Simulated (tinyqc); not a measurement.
Inside a calculation: optical gain and spontaneous emission in a bulk direct-gap semiconductor. Values are carried at full precision from step to step, so a last printed digit may differ when a step is redone from the rounded ones.

F_j(eta) = (1/Gamma(j + 1)) integral_0^infinity x^j dx/(1 + exp(x - eta)), which tends to exp(eta) for eta << 0.

Quasi-Fermi levels: n = Nc F_1/2(Fc/kT) and p = Nv F_1/2(Fv/kT), Fc counted up from the conduction edge and Fv down from the valence edge; Nc, Nv from N = 2 (m kB T/(4 pi c))^(3/2) with c = hbar^2/2m0, in 1/angstrom^3; times 1e24 for 1/cm^3, with me and (mhh^(3/2) + mlh^(3/2))^(2/3).

Constants: hbar^2/2m0 = 3.80998211 eV angstrom^2; kB = 8.617333262e-05 eV/K; fine-structure constant alpha = 0.007297352564; hbar = 6.58211957e-16 eV s; hbar c = 1973.269805 eV angstrom.

Inputs chosen for the exercise (near those of GaN; the results hold for these values, not for the real material):
- me = 0.202 m0 (electron mass)
- mhh = 1.351 m0 (heavy-hole mass)
- mlh = 0.2852 m0 (light-hole mass)
- n = 1.5e+19 1/cm^3 (injected density, n = p)
- T = 300 K
- Eg = 3.527 eV (direct gap)
- Ep = 17 eV (Kane energy)
- nr = 2.61 (refractive index)
- E = 3.583 eV (photon energy)

## Quasi-Fermi levels

Solve for Fc and Fv.

kT = 0.025852 eV
Nc = 2.278e+18 1/cm^3
Nv = 4.323e+19 1/cm^3
Fc = 0.1043 eV
Fv = -0.0242 eV
Fc + Fv = 0.0801 eV

The separation of the quasi-Fermi levels exceeds the gap, so photons between Eg and Eg + (Fc + Fv) see gain. The quasi-Fermi level of the electrons lies inside the band, that of the holes in the gap.

## Absorption of the empty crystal

Parabolic bands, vertical transitions, no excitons. For each hole band j: mr = me mj/(me + mj); joint density of states J_j(E) = (mr/c)^(3/2) sqrt(E - Eg)/(2 pi^2), both spins, c = hbar^2/2m0; averaged matrix element |e.p|^2 = m0 Ep/6; alpha_j(E) = 4 pi^2 alpha_f c Ep J_j/(3 nr E) in 1/angstrom (alpha_f the fine-structure constant, listed as alpha among the constants), times 1e8 for 1/cm.

Evaluate at E for heavy and light holes.

mr, J and alpha of each hole band:

| hole | mr (m0) | J (1/(eV angstrom^3)) | alpha (1/cm) |
|---|---|---|---|
| heavy | 0.17573 | 0.0001187 | 7898.1 |
| light | 0.11825 | 6.555e-05 | 4359.7 |

The heavy-hole band gives 64 % of the total, 12258 1/cm.

## Occupations and gain at E

For band j the electron sits at Ee = (E - Eg) mr/me above its edge and the hole at Eh = (E - Eg) mr/mj; fe = 1/(1 + exp((Ee - Fc)/kT)), fh = 1/(1 + exp((Eh - Fv)/kT)); gain g = sum_j alpha_j (fe + fh - 1).

Use mr and alpha from the table.

Energies, occupations and gain of each hole band:

| hole | Ee (eV) | Eh (eV) | fe | fh | g (1/cm) |
|---|---|---|---|---|---|
| heavy | 0.0487 | 0.0073 | 0.896 | 0.228 | 978 |
| light | 0.0328 | 0.0232 | 0.941 | 0.138 | 342 |

total gain = 1320 1/cm

E - Eg = 0.0560 eV is below Fc + Fv = 0.0801 eV, so both bands give gain (Bernard-Duraffourg).

## Spontaneous emission

Spontaneous rate: R = integral of (nr E/(hbar c))^2/(pi^2 hbar) sum_j alpha_j fe fh dE, with alpha in 1/cm and (nr E/(hbar c))^2 in 1/cm^2 (1e16 per 1/angstrom^2); B = R/(n p); lifetime n/R.

Integrate over photon energy.

R = 9.42e+27 1/(cm^3 s)
B = 4.19e-11 cm^3/s
radiative lifetime = 1.59 ns

## Checks

- B at n = 1e13 1/cm^3 against the van Roosbroeck-Shockley value from alpha and ni^2 (cm^3/s): both 6.67e-11.

(tinyqc, `OMP_NUM_THREADS=1 python tinyqc.py 1681568 1681569 out.jsonl`, Intel(R) Xeon(R) Processor @ 2.30GHz, 1 thread, shared host, about 0.08 s.)
